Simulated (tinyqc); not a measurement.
Worked calculation: sp3 tight binding, zinc-blende lattice. One step of it, computed by the program tinyqc.

Question. Bloch Hamiltonian at G. Slater-Koster rules over the four bonds with direction cosines (l, m, n): ss V_ss; s-px l V_sp; px-s -l V_sp; px-px l^2 V_pps + (1 - l^2) V_ppp; px-py l m (V_pps - V_ppp); each times exp(i k.d).

Parameters chosen for this model: zinc-blende lattice, anion at 0, cation at a/4 (1,1,1); V = eta hbar^2 / (m d^2), hbar^2/m = 7.619964 eV angstrom^2:

| parameter | value | unit |
|---|---|---|
| a | 5.020000 | angstrom |
| d | 2.173724 | angstrom |
| Es anion | -13.350000 | eV |
| Ep anion | -5.730000 | eV |
| Es cation | -13.350000 | eV |
| Ep cation | -5.730000 | eV |
| eta ss | -1.210000 |  |
| eta sp | 1.880000 |  |
| eta pp sigma | 3.010000 |  |
| eta pp pi | -0.750000 |  |
| V ss | -1.951325 | eV |
| V sp | 3.031811 | eV |
| V pp sigma | 4.854122 | eV |
| V pp pi | -1.209499 | eV |

k point G (2 pi / a): 0  0  0

Give: H(k) at G.

Answer.

H(k) at G (eV):
```
           a s     a px     a py     a pz       c s     c px     c py     c pz
a s   -13.3500   0.0000   0.0000   0.0000   -7.8053   0.0000   0.0000   0.0000
a px    0.0000  -5.7300   0.0000   0.0000    0.0000   3.2468   0.0000   0.0000
a py    0.0000   0.0000  -5.7300   0.0000    0.0000   0.0000   3.2468   0.0000
a pz    0.0000   0.0000   0.0000  -5.7300    0.0000   0.0000   0.0000   3.2468
c s    -7.8053   0.0000   0.0000   0.0000  -13.3500   0.0000   0.0000   0.0000
c px    0.0000   3.2468   0.0000   0.0000    0.0000  -5.7300   0.0000   0.0000
c py    0.0000   0.0000   3.2468   0.0000    0.0000   0.0000  -5.7300   0.0000
c pz    0.0000   0.0000   0.0000   3.2468    0.0000   0.0000   0.0000  -5.7300
```
